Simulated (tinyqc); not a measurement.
Off-state leakage of single and stacked transistors: one step of the calculation.

n-channel devices of unit width. Subthreshold current I(Vg, Vs, Vd) = I0 (T/300 K)^0.5 exp[(Vg - Vs - VT(T) - gb (Vs - Vb) + dd (Vd - Vs))/(nf Vt)] (1 - exp(-(Vd - Vs)/Vt)), VT(T) = VT - cT (T - 300 K). Gate-edge tunnelling Ig (Vd/1 V) exp(ag (Vd - 1 V)), for a gate at 0 V, and band-to-band leakage Ab u exp(-Bb/u), u = Vd - Vb + 1 V, flow at a drain held at V; both are taken as independent of T. In a stack of off transistors (all gates at 0 V) the same subthreshold current passes through each.

Task. Leakage of one transistor. Vg = Vs = 0, Vd = V; effective threshold VT(T) - gb Vb - dd V.

Parameters, values chosen for the exercise; values of the order met in bulk silicon logic transistors:

| symbol | value | unit | meaning |
|---|---|---|---|
| T | 330 | K | temperature |
| V | 1.2 | V | supply voltage |
| VT | 0.33 | V | threshold at 300 K, zero drain and body bias |
| cT | 0.8 | mV/K | fall of the threshold with temperature |
| I0 | 0.2 | uA/um | current at threshold at 300 K |
| nf | 1.25 |  | slope factor |
| dd | 0.07 |  | drain-induced lowering per volt |
| gb | 0.15 |  | rise of the threshold per volt of source-body bias |
| Ig | 0.0005 | uA/um | gate-edge tunnelling current at 1 V |
| ag | 3.7 | 1/V | exponential slope of the gate current |
| Ab | 1 | uA/(um V) | prefactor of band-to-band leakage at the drain |
| Bb | 28 | V | its exponential voltage |
| Vb | -0.6 | V | body voltage |

Constants: q = 1.602176634e-19 C, kB = 1.380649e-23 J/K, Vt = kB T/q. Results are converted to the units shown.

Find: effective threshold; parts; total; shares.

Result.

effective threshold = 0.31200 V
parts (nA/um): subthreshold 0.032346, gate edge 1.2576, band-to-band 0.12712
total = 1.4170 nA/um
shares (%): subthreshold 2.2827, gate edge 88.746, band-to-band 8.9709

The gate edge part is the largest.

Program tinyqc, `OMP_NUM_THREADS=1 python tinyqc.py 2242022 2242023 out.jsonl`; Intel Xeon 2.30GHz, shared host, one thread, about 0.03 s.
